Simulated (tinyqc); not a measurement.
Worked calculation: CIS and TDHF on RHF in the sto-3g basis, for BeH2, spin multiplicity 1. One step of it, computed by the program tinyqc.

Problem. CIS matrix, singlets. A(ia,jb) = (e_a - e_i) d_ij d_ab + 2 (ia|jb) - (ij|ab).

orbital energies (hartree): MO1 -4.519363, MO2 -0.458748, MO3 -0.422851, MO4 0.211680, MO5 0.211680, MO6 0.464693, MO7 0.953480

Two-electron integrals over orbitals (pq|rs), unique and non-zero (hartree):
```
(11|11) 2.271487    (21|11) -0.199276   (21|21) 0.026826    (22|11) 0.488919
(22|21) -0.006762   (22|22) 0.399258    (31|31) 0.006059    (32|31) 0.014285
(32|32) 0.164559    (33|11) 0.459507    (33|21) -0.002836   (33|22) 0.412618
(33|33) 0.435771    (41|41) 0.015767    (42|41) 0.015305    (42|42) 0.049510
(43|43) 0.014725    (44|11) 0.569173    (44|21) -0.008072   (44|22) 0.369697
(44|33) 0.357177    (44|44) 0.449859    (51|51) 0.015767    (52|51) 0.015305
(52|52) 0.049510    (53|53) 0.014725    (54|54) 0.024249    (55|11) 0.569173
(55|21) -0.008072   (55|22) 0.369697    (55|33) 0.357177    (55|44) 0.401360
(55|55) 0.449859    (61|11) -0.180725   (61|21) 0.025000    (61|22) -0.006792
(61|33) -0.004129   (61|44) -0.004695   (61|55) -0.004695   (61|61) 0.023541
(62|11) 0.110559    (62|21) -0.006664   (62|22) -0.025001   (62|33) -0.047928
(62|44) 0.051807    (62|55) 0.051807    (62|61) -0.003928   (62|62) 0.077571
(63|31) -0.002711   (63|32) -0.094833   (63|63) 0.083415    (64|41) 0.016350
(64|42) 0.047444    (64|64) 0.050931    (65|51) 0.016350    (65|52) 0.047444
(65|65) 0.050931    (66|11) 0.476387    (66|21) -0.006587   (66|22) 0.397562
(66|33) 0.408592    (66|44) 0.367773    (66|55) 0.367773    (66|61) -0.006026
(66|62) -0.035179   (66|66) 0.412278    (71|31) 0.011285    (71|32) 0.020574
(71|63) -0.002138   (71|71) 0.021459    (72|31) 0.003471    (72|32) -0.044472
(72|63) 0.061199    (72|71) 0.007295    (72|72) 0.056581    (73|11) 0.139610
(73|21) -0.005123   (73|22) -0.006075   (73|33) -0.021281   (73|44) 0.058884
(73|55) 0.058884    (73|61) -0.003290   (73|62) 0.072881    (73|66) -0.026642
(73|73) 0.082294    (74|43) 0.013780    (74|74) 0.016526    (75|53) 0.013780
(75|75) 0.016526    (76|31) 0.011314    (76|32) 0.142900    (76|63) -0.095545
(76|71) 0.016445    (76|72) -0.055992   (76|76) 0.140855    (77|11) 0.578416
(77|21) -0.009108   (77|22) 0.429050    (77|33) 0.447877    (77|44) 0.391530
(77|55) 0.391530    (77|61) -0.008842   (77|62) -0.037238   (77|66) 0.436724
(77|73) -0.011593   (77|77) 0.489969
```

Give: CIS matrix A, singlet.

Solution.

CIS matrix A, singlet (hartree), lower triangle:
```
       1>4    1>5     1>6     1>7    2>4    2>5    2>6     2>7
1>4  4.193
1>5  0.000  4.193
1>6  0.000  0.000   4.555
1>7  0.000  0.000   0.000   4.937
2>4  0.039  0.000   0.000   0.000  0.400
2>5  0.000  0.039   0.000   0.000  0.000  0.400
2>6  0.000  0.000  -0.001   0.000  0.000  0.000  0.681
2>7  0.000  0.000   0.000   0.024  0.000  0.000  0.000   1.096
3>4  0.000  0.000   0.000   0.000  0.000  0.000  0.000   0.000
3>5  0.000  0.000   0.000   0.000  0.000  0.000  0.000   0.000
3>6  0.000  0.000   0.000  -0.016  0.000  0.000  0.000  -0.021
3>7  0.000  0.000  -0.018   0.000  0.000  0.000  0.003   0.000

       3>4    3>5    3>6    3>7
3>4  0.307
3>5  0.000  0.307
3>6  0.000  0.000  0.646
3>7  0.000  0.000  0.000  1.093
```
